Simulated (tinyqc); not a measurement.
Bandgap voltage reference from two bipolar transistors: two steps of the calculation.

Two transistors of area 1 and N carry the same current I. Is(T) = Is (T/T0)^eta exp[(Vg0 q/kB)(1/T0 - 1/T)], VBE1 = Vt ln(I/Is(T)) + I rb, VBE2 = Vt ln(I/(N Is(T))) + I rb/N. The amplifier forces I R1(T) = VBE1 - VBE2 + Vos, with R(T) = R (1 + tc (T - T0)) for both resistors, and the output is Vref = VBE1 + I R2(T). Base currents and the Early effect are neglected.

Values chosen for this exercise; values of the order met in silicon bipolar transistors:

| symbol | value | unit | meaning |
|---|---|---|---|
| T0 | 323 | K | reference temperature |
| Vg0 | 1.202 | V | band-gap voltage extrapolated to 0 K |
| eta | 3.9 |  | temperature exponent of the saturation current |
| Is | 1.8e-18 | A | saturation current of the unit transistor at T0 |
| N | 10 |  | area ratio of the second transistor |
| R1 | 5.2 | kohm | resistor across which the difference of VBE falls, at T0 |
| tc | 0 | ppm/K | temperature coefficient of both resistors |
| Vos | 0 | mV | offset of the amplifier |
| rb | 0 | ohm | series resistance of the unit transistor |
| R2 | 35.46 | kohm | output resistor at T0 |
| T | 333 | K | temperature |

Constants: q = 1.602176634e-19 C, kB = 1.380649e-23 J/K. Results are converted to the units shown.

Question 1. Operating point at another temperature. Vt = kB T/q; I = (Vt ln N + Vos)/(R1(T) - rb (1 - 1/N)).

Wanted: Vt; I; Is(T); VBE1; I R2; Vref.

Answer 1.

Vt = 0.028696 V
I = 12.707 uA
Is(T) = 7.4152e-18 A
VBE1 = 0.80835 V
I R2 = 0.45058 V
Vref = 1.2589 V

From T0 to T, VBE1 changes by -14.3 mV and I R2 by 13.5 mV, which leaves -0.752 mV in Vref.

Question 2. Resistor for zero slope at T0, ideal case. With tc = 0, Vos = 0 and rb = 0 the current is proportional to T, dVBE/dT = (VBE - Vg0 - (eta - 1) Vt)/T, and Vref has zero slope at T0 when Vref = Vg0 + (eta - 1) Vt0. Find VBE1, its slope, that Vref, R2/R1 and the curvature d2Vref/dT2 = -(eta - 1) kB/(q T0).

Give: VBE1; dVBE/dT; Vref; R2/R1; curvature.

Answer 2.

VBE1 = 0.82263 V
dVBE/dT = -1.4244 mV/K
Vref = 1.2827 V
R2/R1 = 7.1788
curvature = -0.77369 uV/K^2

tinyqc, about 0.02 s, one thread, Intel Xeon 2.30GHz (shared host): `OMP_NUM_THREADS=1 python tinyqc.py 2062175 2062176 out.jsonl`
